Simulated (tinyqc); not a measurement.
Velocity overshoot from momentum and energy balance equations after a field step. Changing the energy relaxation time tau_E. Computed by tinyqc, a small Python program. Command: `OMP_NUM_THREADS=1 python tinyqc.py 3001918 3001919 out.jsonl overshoot sweep`. One thread of a shared host (Intel(R) Xeon(R) Processor @ 2.30GHz), about 0.03 s of CPU time with the checks.

At t = 0 the field jumps from 0 to F in a uniform sample. v is the drift velocity and u = w - (3/2) k_B T the excess energy per carrier.

Inputs (values chosen for the exercise, modelled on holes in silicon except for tau_E):
```
quantity                 value        unit
effective mass m          0.39         m_0
low-field mobility mu_0    460  cm^2/(V s)
saturation velocity v_s   0.85    1e7 cm/s
field after the step F      16       kV/cm
lattice temperature T      300           K
time step dt               5.4          fs
```

Scheme: implicit in the damping.

Constants: m_0 = 9.1093837015e-31 kg; e = 1.602176634e-19 C; k_B = 8.617333262e-05 eV/K.

Method:
- dv/dt = e F/m - v/tau_m(u), du/dt = e F v - u/tau_E, tau_m(u) = tau_0/(1 + c u), tau_0 = m mu_0/e, c = mu_0/(e tau_E v_s^2); this choice gives the steady state v (1 + mu_0 F v/v_s^2) = mu_0 F, which saturates at v_s. Steady velocity v = 2 mu_0 F/(1 + sqrt(1 + 4 (mu_0 F/v_s)^2)); u = e F v tau_E; carrier temperature T + 2u/(3 k_B), neglecting the drift energy m v^2/2.
- Step: v_new = (v + dt e F/m)/(1 + dt/tau_m(u)), u_new = (u + dt e F v_new)/(1 + dt/tau_E). Start v = u = 0; the distance adds dt (v + v_new)/2.
- Run to 8 times the larger of tau_E and tau_0, but at most 20001 steps, and stop early if |v| > 1000 v_s or u < -1/(2c); the run is accepted if the last v is within 0.5 % of the steady value.

One run for each value; columns: (1) energy relaxation time tau_E (ps); (2) peak over steady velocity; (3) time of the peak (fs); (4) distance at the peak (nm); (5) steady carrier temperature (K):
```
(1)      (2)    (3)     (4)     (5)
0.10  1.0662  216.0   8.347   360.7
0.15  1.1074  221.4   8.811   391.1
0.24  1.1601  237.6   9.926   445.8
0.36  1.2066  259.2  11.376   518.7
0.55  1.2539  280.8  12.890   634.1
0.85  1.2991  307.8  14.794   816.3
1.30  1.3387  340.2  17.097  1089.6
2.00  1.3734  372.6  19.453  1514.8
```

Describe and explain the trends.

Over the rows, peak over steady velocity rises from 1.07 to 1.37 (exponent d ln y / d ln x 0.094 between the first rows and 0.059 between the last); time of the peak (fs) rises from 216 to 373 (exponent d ln y / d ln x 0.061 between the first rows and 0.21 between the last); distance at the peak (nm) rises from 8.35 to 19.5 (exponent d ln y / d ln x 0.13 between the first rows and 0.30 between the last). The steady velocity is the same in every row; a longer tau_E delays the heating and so lets v climb further towards mu_0 F.

Extremes, crossings and ranges named in words are read from the listed rows.
